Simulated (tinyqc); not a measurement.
What each parameter does: Landau levels of a non-parabolic (Kane) conduction band at kz = 0.

Three-level Kane model: E = (N + 1/2) 2 muB B/m(E) + s g(E) muB B, s = +/-1/2, with 1/m(E) = 1 + (Ep/3)(2/(E + Eg) + 1/(E + Eg + Dso)) and g(E) = 2 - (2 Ep/3)(1/(E + Eg) - 1/(E + Eg + Dso)); E from the band edge, solved self-consistently; remote bands are left out, and so is the confinement energy of a real sheet, which raises m and lowers |g|.

In a field B along z: l = 1/sqrt((e/hbar) B) is the magnetic length, n_B = B/(h/e) the number of states per area in one level, hbar wc = 2 muB B/m for mass m in m0; 1/angstrom^2 = 1e16/cm^2.

Each listed level takes n_B electrons. At zero temperature and without broadening EF sits in the partly filled level.

Constants: e/hbar = 1.519267448e-05 1/(T angstrom^2); h/e = 413566.7697 T angstrom^2; muB = 5.788381798e-05 eV/T.

Inputs chosen for the exercise (near those of InSb; the results hold for these values, not for the real material):

| symbol | value | unit | meaning |
|---|---|---|---|
| Eg | 0.236 | eV | gap |
| Dso | 0.805 | eV | spin-orbit splitting |
| Ep | 23.4 | eV | Kane energy |
| B | 1.9 | T | magnetic field |
| n | 2.7 | x 1e11/cm^2 | electron sheet density |

The second and third levels from below, nu = n/n_B, and EF.

Results for these values:

| case | second level (meV) | third level (meV) | nu | EF (meV) |
|---|---|---|---|---|
| base | 10.44 | 20.40 | 5.88 | 38.05 |

What happens to each result for Dso = 0.966 eV, all else kept?

Answer: second level does not change at the printed digits; third level falls from 20.40 to 20.00; nu does not change at the printed digits; EF falls from 38.05 to 37.69.

The same for each parameter in turn:

| case | second level (meV) | third level (meV) | nu | EF (meV) |
|---|---|---|---|---|
| base | 10.44 | 20.40 | 5.88 | 38.05 |
| B = 1.61 T | 8.90 | 17.46 | 6.94 | 40.32 |
| Eg = 0.283 eV | 8.82 | 17.80 | 5.88 | 33.33 |
| Dso = 0.966 eV | 10.44 | 20.00 | 5.88 | 37.69 |
| Ep = 19.9 eV | 8.94 | 17.58 | 5.88 | 32.99 |
| n = 2.29 x 1e11/cm^2 | 10.44 | 20.40 | 4.98 | 34.04 |

Run: tinyqc, `OMP_NUM_THREADS=1 python tinyqc.py 1250366 1250367 out.jsonl`; Intel(R) Xeon(R) Processor @ 2.30GHz, one thread, shared host; about 0.04 s of CPU time with all checks.
